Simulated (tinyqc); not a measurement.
Alloy A(1-x)B(x) by interpolation with bowing, step by step. Values are carried at full precision from step to step, so a last printed digit may differ when a step is redone from the rounded ones.

Each gap follows E(x) = (1 - x) E_A + x E_B - C x (1 - x); the lattice constant follows Vegard, a(x) = (1 - x) a_A + x a_B.

Constants: hc = 1239.841984 eV nm; kB = 8.617333262e-05 eV/K.

Values chosen for the exercise (A near Si, B near Ge; shifted at random, so the results belong to these values and not to a real crystal): a = (5.431, 5.657) angstrom (lattice constant of A, B); x = 0.3 (fraction of B); Eg = (4.196, 0.891) eV (gap at Gamma to the s-like level of A, B); EgX = (1.166, 0.918) eV (gap to the lowest valley along Gamma-X of A, B); EgL = (2.08, 0.745) eV (gap to L of A, B); C = (0.214, 0.217, 0) eV (bowing of the Gamma, X and L gaps); Dso = (0.044, 0.291) eV (spin-orbit splitting of A, B); Ep = (21.5, 26.1) eV (Kane energy of A, B); me = (0.198, 0.0377) m0 (electron mass at Gamma of A, B); Cs = 0 eV (bowing of Dso); md = (0.1427, 0.72, 0.49) m0 (density-of-states masses of Gamma, all X and all L valleys); T = 300 K (temperature).

## Gaps and lattice constant at x

Also give the wavelength hc/E of the lowest gap.

a(x) = 5.4988 angstrom

linear parts (eV): Gamma 3.2045, X 1.0916, L 1.6795

bowing terms C x (1 - x) (eV): Gamma 0.0449, X 0.0456, L 0.0000

gaps (eV): Gamma 3.1596, X 1.0460, L 1.6795

wavelength of the lowest gap = 1185.3 nm

The lowest valley is X, so the gap is indirect; the next, L, lies 633 meV higher.

## Where the valleys cross

The difference of two gaps is a quadratic q2 x^2 + q1 x + q0 with q2 = C_i - C_j, q1 = (E_B - E_A - C)_i - (E_B - E_A - C)_j, q0 = E_A,i - E_A,j; give its roots between 0 and 1 (a dash: none).

Crossings:
```
pair         q2      q1      q0  first root  second root
Gamma-X  -0.003  -3.054   3.030      0.9912            -
Gamma-L   0.214  -2.184   2.116           -            -
X-L       0.217   0.870  -0.914      0.8643            -
```

The lowest valley changes at x = 0.864 (X to L, gap 0.926 eV). The other crossings lie above the lowest valley.

## Electron mass of the alloy

Mass at Gamma from the Kane formula 1/m = F + Ep (Eg + 2 Dso/3)/(Eg (Eg + Dso)). F is fixed by the masses of A and B and interpolated linearly, as is Ep; Eg and Dso carry their bowing.

Compare with the linear interpolation of the masses.

F of A, B: -0.0557  -0.3638

Ep, Eg, Dso at x (eV): 22.8800  3.1596  0.1181

m(x) from the Kane formula = 0.1427 m0
m(x) linear = 0.1499 m0

The Kane value lies 4.8 % below the linear one. The Gamma valley is not the lowest at this x.

## Shares of the electrons in the valleys

Non-degenerate: n_i proportional to md_i^(3/2) exp(-E_i/kT).

md^(3/2): Gamma 0.0539, X 0.6109, L 0.3430

(E - E_min)/kT: Gamma 81.75, X 0.00, L 24.50

shares: Gamma 0.000, X 1.000, L 0.000

X holds most electrons (100.0 %).

## Checks

- The Gamma and X gaps at their crossing x = 0.9912 (eV): both 0.9183.
- The X and L gaps at their crossing x = 0.8643 (eV): both 0.9262.

(tinyqc, `OMP_NUM_THREADS=1 python tinyqc.py 1081142 1081143 out.jsonl`, Intel(R) Xeon(R) Processor @ 2.30GHz, 1 thread, shared host, about 0.01 s.)
